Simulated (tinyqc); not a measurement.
Worked calculation: Ewald sum of point charges, displaced rock salt lattice. Computed by tinyqc, a small Python program that keeps every step. Command: `OMP_NUM_THREADS=1 python tinyqc.py 22533 22534 out.jsonl` (the two numbers bound the seeds that draw the settings). One thread of a shared host (Intel(R) Xeon(R) Processor @ 2.60GHz), about 0.03 s of CPU time with the checks.

## Ewald sum with eta = 0.304 1/bohr

cell vectors (rows) (bohr):
```
        1       2       3
1  0.0000  6.1500  6.1500
2  6.1500  0.0000  6.1500
3  6.1500  6.1500  0.0000
```

Charges:
```
q            f1      f2      f3
1.0000   0.0000  0.0000  0.0000
-1.0000  0.4400  0.5500  0.5000
```

Real space: 1/2 sum q_i q_j erfc(eta r)/r over all images with r > 0; reciprocal space: (2 pi/V) sum_(G != 0) exp(-G^2/4 eta^2)/G^2 |S(G)|^2 with S(G) = sum q exp(i G.r); self term -eta/sqrt(pi) sum q^2; background -pi Q^2/(2 V eta^2), Q the total charge.

Real-space shells (first ones):
```
r (bohr)  pairs  sum (hartree)
5.7895        2        -0.0022
5.8545        2        -0.0020
6.1074        2        -0.0014
6.2300        2        -0.0012
6.4683        2        -0.0008
6.5265        2        -0.0008
8.6974       24       2.55e-04
10.2286       2      -1.07e-06
10.3023       2      -9.18e-07
10.5919       2      -4.98e-07
10.6631       4      -8.54e-07
10.7338       2      -3.67e-07
```

Reciprocal shells (first ones that count):
```
G^2 (1/bohr^2)  vectors  sum (hartree)
0.7828                8         0.0654
1.0438                6       3.72e-04
2.0876               12       4.36e-05
2.8704               24       1.81e-04
3.1313                8       1.70e-06
4.1751                6       7.57e-08
4.9580               24       3.56e-07
5.2189               24       1.76e-08
6.2627               24       1.03e-09
7.0455               32       1.13e-09
```

## The total does not depend on eta

The same sums for other eta.

Totals (hartree per cell):
```
eta          real  reciprocal     self  background      total
0.3040    -0.0082      0.0660  -0.3430      0.0000  -0.285207
0.4000    -0.0006      0.1667  -0.4514      0.0000  -0.285207
0.5400  -4.06e-06      0.3241  -0.6093      0.0000  -0.285207
```

shortest distance = 5.7895 bohr

Madelung constant -E d / (formula units |q+ q-|) = 1.6512
